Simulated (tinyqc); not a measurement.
Inside a calculation. Model: p-n diode, drift-diffusion by the Gummel loop with Scharfetter-Gummel fluxes.

Numbers from tinyqc (`OMP_NUM_THREADS=1 python tinyqc.py 2240064 2240065 out.jsonl`; about 0.2 s on one thread of a shared Intel Xeon 2.30GHz). Printed values are rounded.

Abrupt junction at x = 0, p side from -Lp, n side to Ln, ohmic contacts. psi is counted from the intrinsic level; n = ni exp((psi - phin)/Vt), p = ni exp((phip - psi)/Vt). Contacts: p side psi = V - Vt ln(Na/ni), p = Na, n = ni^2/Na; n side psi = Vt ln(Nd/ni), n = Nd, p = ni^2/Nd. Constant mobilities, D = mu Vt, Boltzmann statistics, SRH recombination through a mid-gap level, U = (n p - ni^2)/(tp (n + ni) + tn (p + ni)). Current is positive from the p contact to the n contact.

Inputs (values chosen for the exercise); band and dielectric values close to those of In0.53Ga0.47As: temperature T = 300 K; band gap Eg = 0.731 eV; relative permittivity eps_r = 13.8; conduction-band density of states at T Nc = 2.07e17 cm^-3; valence-band density of states at T Nv = 7.59e18 cm^-3; acceptor density of the p side Na = 7.7e15 cm^-3; donor density of the n side Nd = 5.9e15 cm^-3; electron mobility mun = 7600 cm^2/(V s); hole mobility mup = 240 cm^2/(V s); SRH lifetime of electrons tn = 6e-10 s; SRH lifetime of holes tp = 6e-7 s; uniform generation rate G = 0 cm^-3 s^-1; bias of the p contact V = 0.2 V.

Constants: q = 1.602176634e-19 C, kB = 1.380649e-23 J/K, Vt = kB T/q, eps0 = 8.8541878128e-14 F/cm where lengths are in cm. Results are converted to the units shown.

## Intrinsic density and built-in voltage

ni = sqrt(Nc Nv) exp(-Eg/(2 Vt)), Eg in volts; Vbi = Vt ln(Na Nd/ni^2).

ni = 9.07771e11 cm^-3
Vbi = 0.460817 V

## Round 1: Poisson equation

```
node  x (nm)  phin at the start (V)  phip at the start (V)
0      -5600                    0.2                    0.2
1      -3390                      0                    0.2
2      -2010                      0                    0.2
3      -1140                      0                    0.2
4       -608                      0                    0.2
5       -274                      0                    0.2
6        -65                      0                    0.2
7         65                      0                    0.2
8        234                      0                    0.2
9        454                      0                    0.2
10       741                      0                    0.2
11      1110                      0                    0.2
12      1600                      0                      0
```

With phin and phip held, solve a_i (psi_(i+1) - psi_i) - a_(i-1) (psi_i - psi_(i-1)) + q w_i (p_i - n_i + C_i) = 0 for the inner nodes by Newton steps to convergence; a_i = eps0 eps_r/h_i, h_i = x_(i+1) - x_i, w_i = (h_(i-1) + h_i)/2, C = -Na or +Nd.

```
node    psi (V)  n after Poisson (cm^-3)  p after Poisson (cm^-3)
0     -0.033850                1.07019e8                   7.7e15
1     -0.033851               2.45076e11               7.70024e15
2     -0.033851               2.45076e11               7.70024e15
3     -0.033851               2.45077e11               7.70020e15
4     -0.033828               2.45292e11               7.69345e15
5     -0.032525               2.57980e11               7.31507e15
6     -0.003049               8.06778e11               2.33911e15
7      0.170202               6.56503e14               2.87454e12
8      0.221620               4.79756e15               3.93354e11
9      0.226677               5.83412e15               3.23466e11
10     0.226959               5.89810e15               3.19958e11
11     0.226968               5.90027e15               3.19840e11
12     0.226967                   5.9e15                1.39669e8
```

## Round 1: electron continuity

With psi and p held, F_i = (mun Vt/h_i) [n_(i+1) B(d_i) - n_i B(-d_i)], d_i = (psi_(i+1) - psi_i)/Vt, B(d) = d/(exp(d) - 1); solve F_i - F_(i-1) = w_i [(n_i p_i - ni^2)/den_i - G] for the new n, with den = tp (n + ni) + tn (p + ni) taken at the old n and p, h_i = x_(i+1) - x_i, w_i = (h_(i-1) + h_i)/2; phin = psi - Vt ln(n/ni).

```
node  new n (cm^-3)  phin after round 1 (V)
0         1.07019e8                0.200000
1        7.33885e10                0.031172
2        1.32541e11                0.015891
3        1.79396e11                0.008065
4        2.13152e11                0.003631
5        2.48133e11                0.001006
6        8.05175e11                0.000051
7        6.56485e14                0.000001
8        4.79747e15                0.000000
9        5.83403e15                0.000000
10       5.89803e15                0.000000
11       5.90023e15                0.000000
12           5.9e15                0.000000
```

## Round 1: hole continuity

With psi and the new n held, F_i = (mup Vt/h_i) [p_(i+1) B(-d_i) - p_i B(d_i)], d_i = (psi_(i+1) - psi_i)/Vt, B(d) = d/(exp(d) - 1); solve F_i - F_(i-1) = w_i [(n_i p_i - ni^2)/den_i - G] for the new p, with den = tp (n + ni) + tn (p + ni) taken at the new n and the old p, h_i = x_(i+1) - x_i, w_i = (h_(i-1) + h_i)/2; phip = psi + Vt ln(p/ni).

```
node  new p (cm^-3)  phip after round 1 (V)
0            7.7e15                0.200000
1        7.69633e15                0.199987
2        7.69431e15                0.199980
3        7.69330e15                0.199977
4        7.68612e15                0.199975
5        7.30791e15                0.199975
6        2.33677e15                0.199974
7        2.86722e12                0.199934
8        3.75629e11                0.198808
9        2.63366e11                0.194686
10       1.95530e11                0.187269
11       1.11536e11                0.172766
12        1.39669e8                0.000000
```

## Round 2: Poisson equation

As before.

```
node    psi (V)  n after Poisson (cm^-3)  p after Poisson (cm^-3)
0     -0.033850                1.07019e8                   7.7e15
1     -0.033864               7.33528e10               7.70007e15
2     -0.033871               1.32440e11               7.70013e15
3     -0.033874               1.79237e11               7.70013e15
4     -0.033853               2.12950e11               7.69341e15
5     -0.032550               2.47893e11               7.31501e15
6     -0.003071               8.04496e11               2.33874e15
7      0.170192               6.56254e14               2.86822e12
8      0.221619               4.79736e15               3.75638e11
9      0.226677               5.83405e15               2.63365e11
10     0.226958               5.89797e15               1.95532e11
11     0.226967               5.90007e15               1.11539e11
12     0.226967                   5.9e15                1.39669e8
```

## Round 2: electron continuity

As before.

```
node  new n (cm^-3)  phin after round 2 (V)
0         1.07019e8                0.200000
1        7.30188e10                0.031290
2        1.32120e11                0.015953
3        1.79032e11                0.008095
4        2.12850e11                0.003643
5        2.47863e11                0.001009
6        8.04492e11                0.000052
7        6.56254e14                0.000001
8        4.79736e15                0.000000
9        5.83405e15                0.000000
10       5.89797e15                0.000000
11       5.90007e15                0.000000
12           5.9e15                0.000000
```

## Round 2: hole continuity

As before.

```
node  new p (cm^-3)  phip after round 2 (V)
0            7.7e15                0.200000
1        7.70008e15                0.199987
2        7.70014e15                0.199980
3        7.70014e15                0.199977
4        7.69342e15                0.199975
5        7.31502e15                0.199975
6        2.33874e15                0.199974
7        2.86823e12                0.199934
8        3.75640e11                0.198808
9        2.63367e11                0.194686
10       1.95533e11                0.187269
11       1.11540e11                0.172766
12        1.39669e8                0.000000
```

## Course of the Gummel loop

Stop when phin and phip change by less than 1e-8 V, or after 80 rounds. J = Jn at the p contact + Jp at the n contact + q sum w_i U_i - q G sum w_i over the inner nodes, which avoids differences of large majority fluxes: Jn = (q mun Vt/h_0)[n_1 B(d_0) - n_0 B(-d_0)], Jp = (q mup Vt/h_last)[p_(N-1) B(d_last) - p_N B(-d_last)], d_i = (psi_(i+1) - psi_i)/Vt, B(d) = d/(exp(d) - 1), w_i = (h_(i-1) + h_i)/2.

Course of the iteration:
```
round  J (A/cm^2)  largest change of phin, phip (V)
1       0.0280792                            0.0312
2       0.0279927                           1.18e-4
3       0.0279926                           2.42e-7
4       0.0279926                          5.40e-10
```

Converged in 4 rounds.

## Recombination and current

```
node  converged psi (V)  converged n (cm^-3)  converged p (cm^-3)
0             -0.033850            1.07019e8               7.7e15
1             -0.033864           7.30182e10           7.70007e15
2             -0.033871           1.32119e11           7.70013e15
3             -0.033874           1.79031e11           7.70013e15
4             -0.033853           2.12850e11           7.69341e15
5             -0.032550           2.47864e11           7.31501e15
6             -0.003071           8.04493e11           2.33874e15
7              0.170193           6.56254e14           2.86823e12
8              0.221619           4.79736e15           3.75640e11
9              0.226677           5.83405e15           2.63367e11
10             0.226958           5.89797e15           1.95533e11
11             0.226967           5.90007e15           1.11540e11
12             0.226967               5.9e15            1.39669e8
```

U_i as defined. J = Jn at the p contact + Jp at the n contact + q sum w_i U_i - q G sum w_i over the inner nodes, which avoids differences of large majority fluxes: Jn = (q mun Vt/h_0)[n_1 B(d_0) - n_0 B(-d_0)], Jp = (q mup Vt/h_last)[p_(N-1) B(d_last) - p_N B(-d_last)], d_i = (psi_(i+1) - psi_i)/Vt, B(d) = d/(exp(d) - 1), w_i = (h_(i-1) + h_i)/2.

U, node 0 to 12 (cm^-3 s^-1): 0  1.07778e20  1.93822e20  2.61297e20  3.09459e20  3.56546e20  7.73576e20  4.77166e18  6.25662e17  4.38642e17  3.25605e17  1.85638e17  0
Jn at the p contact = 0.0103880 A/cm^2
Jp at the n contact = 0.00226001 A/cm^2
recombination = 0.0153446 A/cm^2
generation = 0 A/cm^2
J = 0.0279926 A/cm^2

A 500-node mesh gives J = 0.02703 A/cm^2; this mesh differs from it by 9.6e-4 A/cm^2 (3.6 %).
